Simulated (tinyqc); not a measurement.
Worked calculation: RHF in the sto-3g basis, for H3+, spin multiplicity 1. One step of it, computed by the program tinyqc.

Question. Iteration 3: building the Fock matrix. J_ij = sum D_kl (ij|kl), K_ij = sum D_kl (ik|jl); F = H + J - 0.5 K; E = tr D H + tr D J / 2 - 0.25 tr D K + E_nn.

D after iteration 2:
```
          1H 1s     2H 1s     3H 1s
1H 1s  0.394940  0.394804  0.394944
2H 1s  0.394804  0.394669  0.394809
3H 1s  0.394944  0.394809  0.394948
```

core Hamiltonian H = T + V (hartree):
```
           1H 1s      2H 1s      3H 1s
1H 1s  -1.279796  -0.602091  -0.602502
2H 1s  -0.602091  -1.279646  -0.602103
3H 1s  -0.602502  -0.602103  -1.279800
```

Two-electron integrals (ij|kl) in chemists' order, unique and non-zero (hartree):
```
(11|11) 0.774606   (21|11) 0.196263   (21|21) 0.070582   (22|11) 0.394311
(22|21) 0.196263   (22|22) 0.774606   (31|11) 0.196429   (31|21) 0.061230
(31|22) 0.145325   (31|31) 0.070689   (32|11) 0.145261   (32|21) 0.061192
(32|22) 0.196268   (32|31) 0.061232   (32|32) 0.070585   (33|11) 0.394442
(33|21) 0.145259   (33|22) 0.394315   (33|31) 0.196429   (33|32) 0.196268
(33|33) 0.774606
```

nuclear repulsion = 1.23176863 hartree

Give: Coulomb J; exchange K; Fock matrix F; total energy of this density.

Answer.

Coulomb J (hartree):
```
        1H 1s   2H 1s   3H 1s
1H 1s  1.0422  0.3648  0.3650
2H 1s  0.3648  1.0419  0.3648
3H 1s  0.3650  0.3648  1.0422
```

exchange K (hartree):
```
        1H 1s   2H 1s   3H 1s
1H 1s  0.7202  0.5258  0.5261
2H 1s  0.5258  0.7197  0.5258
3H 1s  0.5261  0.5258  0.7202
```

Fock matrix F (hartree):
```
         1H 1s    2H 1s    3H 1s
1H 1s  -0.5977  -0.5002  -0.5005
2H 1s  -0.5002  -0.5976  -0.5002
3H 1s  -0.5005  -0.5002  -0.5977
```

total energy of this density = -1.186226 hartree
